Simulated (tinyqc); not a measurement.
What moves the results: stepped quantum well by finite differences. A value that a table varies takes the place of the one given here.

Finite differences on points z_i at the centres of cells of width h: H_ii = (c/h^2)(1/m_(i-1/2) + 1/m_(i+1/2)) + V_i, H_(i,i+1) = -(c/h^2)/m_(i+1/2), where m_(i+1/2) is the mean of the masses at the two points (the end values are repeated outwards), psi = 0 on the points beyond both ends, c = hbar^2/2m0. The field adds e F (z - z0) with z0 the middle of the structure; 1 kV/cm = 1e-5 eV/angstrom.

Constants: hbar^2/2m0 = 3.80998211 eV angstrom^2.

Inputs chosen for the exercise (near those of a GaAs well in AlGaAs; the results hold for these values, not for the real material):
```
symbol  value                                                                               unit      meaning
layers  ((124, 0.243, 0.0919), (62, 0, 0.0682), (93, 0.112, 0.0791), (124, 0.243, 0.0919))            each layer: thickness in angstrom, band edge in eV, mass in m0
hf      1.9375                                                                              angstrom  cell width of the fine grid
Fs      (0, 6.67, 13.3, 20, 26.7, 33.3, 40)                                                 kV/cm     fields
F       0                                                                                   kV/cm     field along z
```

## Stark shift

Fine grid. Perturbation theory: dE1 = e F z_11 - beta (e F)^2 with beta = sum_j z_1j^2/(E_j - E_1) over the 13 next levels at zero field, z from z0.

Levels against field:
```
F (kV/cm),E1 (eV),E2 (eV),dE1 (meV),second order (meV),<z - z0> (angstrom),E2 - E1 (meV)
0,0.0495,0.1386,0.00,0.00,-40.7,89.1
6.67,0.0467,0.1398,-2.74,-2.74,-41.3,93.0
13.3,0.0440,0.1407,-5.50,-5.50,-41.9,96.7
20.0,0.0412,0.1413,-8.33,-8.33,-42.5,100.2
26.7,0.0383,0.1417,-11.19,-11.21,-43.0,103.4
33.3,0.0354,0.1418,-14.05,-14.08,-43.6,106.4
40.0,0.0325,0.1417,-16.99,-17.04,-44.1,109.2
```

z_11 = -40.73 angstrom
beta = 4683 angstrom^2/eV

What does this show, and why?

The state sits -40.7 angstrom off the middle at zero field, so the shift starts linearly in F. At 40 kV/cm E1 has moved by -16.99 meV, where second order gives -17.04 meV; they differ by 0.3 % there. The electron moves by -3.3 angstrom, against the rise of the potential. E2 - E1 grows with the field; the ends are 89.1 and 109.2 meV.

## Order of mass and momentum

Fine grid. Hermitian kinetic operators m^a p m^b p m^a with 2a + b = -1: H_ii = (c/h^2) m_i^(2a) (m_(i-1/2)^b + m_(i+1/2)^b) + V_i, H_(i,i+1) = -(c/h^2) m_i^a m_(i+1)^a m_(i+1/2)^b; BenDaniel-Duke is a = 0. The halved form has H_ii = 2c/(h^2 m_i) + V_i and H_(i,i+1) = -(c/2h^2)(1/m_i + 1/m_(i+1)). The shifts are measured against BenDaniel-Duke; the last column repeats E1 with cells of hf/4.

Levels (eV):
```
operator,E1,E2,E1 - E1(BDD) (meV),E1 at hf/4
BenDaniel-Duke,0.0495,0.1386,0.0,0.0495
"(1/m) p^2 + p^2 (1/m), halved",0.0520,0.1381,2.5,0.0370
m^(-1/2) p^2 m^(-1/2),0.0556,0.1404,6.1,0.0557
m^(-1/4) p m^(-1/2) p m^(-1/4),0.0526,0.1395,3.1,0.0526
"one mass, the smallest",0.0526,0.1420,3.1,0.0526
```

How do the results move?

The three forms m^a p m^b p m^a span 6.1 meV in E1, 7 % of E2 - E1; they differ only at the mass steps (largest to smallest mass 1.35), where m^a psi is the continuous quantity. Dropping the mass step altogether moves E1 by +3.1 meV. Refining the grid moves the halved form by -15.0 meV, against at most 0.06 meV for the other three: at an abrupt step it has no limit as the grid is refined.

Computed by tinyqc, a small Python program: `OMP_NUM_THREADS=1 python tinyqc.py 1252471 1252472 out.jsonl` (the numbers bound the seed that draws the inputs); one thread of a shared host (Intel(R) Xeon(R) Processor @ 2.30GHz), about 0.01 s for the whole set of steps.
